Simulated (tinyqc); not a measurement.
Band bending at a free surface with one surface level, surface photovoltage and Kelvin probe: two steps of the calculation.

n-type bulk, xi = Ec - EF = Vt ln(Nc/Nd), p0 = ni^2/Nd, ni = sqrt(Nc Nv) exp(-Eg/(2 Vt)), Eg in volts. b is the upward band bending, u = b/Vt. Space charge per area, in units of q: Qc = sign(b) sqrt((2 eps0 eps_r Vt/q) [(Nd + dn)(exp(-u) - 1) + Nd u + (p0 + dn)(exp(u) - 1)]), with dn the excess density under light (flat quasi-Fermi levels; 0 in the dark). The level holds -Ns f, f = 1/(1 + exp((xi + b - Es)/Vt)). Neutrality: Qc + Qf + (charge of the states) = 0.

Values chosen for this exercise; band and dielectric values those of a made-up semiconductor:
```
symbol    value   unit                                 meaning
T           350      K                             temperature
Eg         1.27     eV                                band gap
eps_r      9.39                          relative permittivity
Nc       7.5e17  cm^-3  conduction-band density of states at T
Nv      1.68e19  cm^-3     valence-band density of states at T
chi         5.1     eV                       electron affinity
Nd       7.5e16  cm^-3                           donor density
dn       1.9e13  cm^-3      excess carrier density under light
```

Constants: q = 1.602176634e-19 C, kB = 1.380649e-23 J/K, Vt = kB T/q, eps0 = 8.8541878128e-14 F/cm where lengths are in cm. Results are converted to the units shown.

Task 1. Bulk quantities. xi, ni, p0, the Debye length sqrt(eps0 eps_r Vt/(q Nd)) and the flat-band work function chi + xi.

Find: xi; ni; p0; Debye length; chi + xi.

Result 1.

xi = 0.069448 eV
ni = 2.5503e9 cm^-3
p0 = 86.719 cm^-3
Debye length = 14.446 nm
chi + xi = 5.1694 eV

Task 2. Surface photovoltage. Under chopped light the surface charge keeps its dark value, so b falls to bL with Qc(bL, dn) = Qc(b, 0); the photovoltage is b - bL. Qc rises with b, so bL follows by bisection.

converged b = 0.33675493 V

Wanted: bL; photovoltage; share of b removed; excess holes at the surface, dn exp(bL/Vt).

Result 2.

bL = 0.27255 V
photovoltage = 64.206 mV
share of b removed = 19.066 %
excess holes at the surface, dn exp(bL/Vt) = 1.5969e17 cm^-3

Program tinyqc, `OMP_NUM_THREADS=1 python tinyqc.py 2430143 2430144 out.jsonl`; Intel Xeon 2.30GHz, shared host, one thread, about 0.01 s.
